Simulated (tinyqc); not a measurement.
Plane-wave Kohn-Sham cycle with exchange-only LDA in a layered model solid, step by step. One step of it, computed by the program tinyqc.

Question. Iteration 2: potential. V_H(G) = 4 pi rho(G)/G^2 for G != 0 (uniform background); v_x = -(3 rho/pi)^(1/3); V = V_ext + V_H + v_x; Fourier components f(G_m) = (1/N) sum_j f(x_j) exp(-i G_m x_j).

A solid whose potential varies along x alone (atomic units):
```
parameter                      value
period a                   11.400000
cross-section of the cell  38.000000
electrons per cell                 2
grid points                       16
plane waves -n..n, n               3
k points                           3
V1 in V1 cos(2 pi x/a)     -0.240000
```

density after iteration 1 (e/bohr^3): 0.00756795  0.00705753  0.00587048  0.00467477  0.00387471  0.00347514  0.00331442  0.00325977  0.00324727  0.00325977  0.00331442  0.00347514  0.00387471  0.00467477  0.00587048  0.00705753

Give: Potentials on the grid; V(G_m), m = 0, 1, 2, ....

Answer.

Potentials on the grid (hartree):
```
x          V_ext      V_H      v_x        V
0.0000   -0.2400   0.0909  -0.1933  -0.3425
0.7125   -0.2217   0.0817  -0.1889  -0.3289
1.4250   -0.1697   0.0574  -0.1776  -0.2900
2.1375   -0.0918   0.0251  -0.1647  -0.2314
2.8500         0  -0.0079  -0.1547  -0.1625
3.5625    0.0918  -0.0363  -0.1492  -0.0936
4.2750    0.1697  -0.0575  -0.1468  -0.0346
4.9875    0.2217  -0.0705  -0.1460   0.0052
5.7000    0.2400  -0.0749  -0.1458   0.0193
6.4125    0.2217  -0.0705  -0.1460   0.0052
7.1250    0.1697  -0.0575  -0.1468  -0.0346
7.8375    0.0918  -0.0363  -0.1492  -0.0936
8.5500         0  -0.0079  -0.1547  -0.1625
9.2625   -0.0918   0.0251  -0.1647  -0.2314
9.9750   -0.1697   0.0574  -0.1776  -0.2900
10.6875  -0.2217   0.0817  -0.1889  -0.3289
```

V(G_m), m = 0, 1, 2, ... (hartree): -0.1622  -0.0904  0.0002  -0.0001  0.0001  0.0000  0.0000
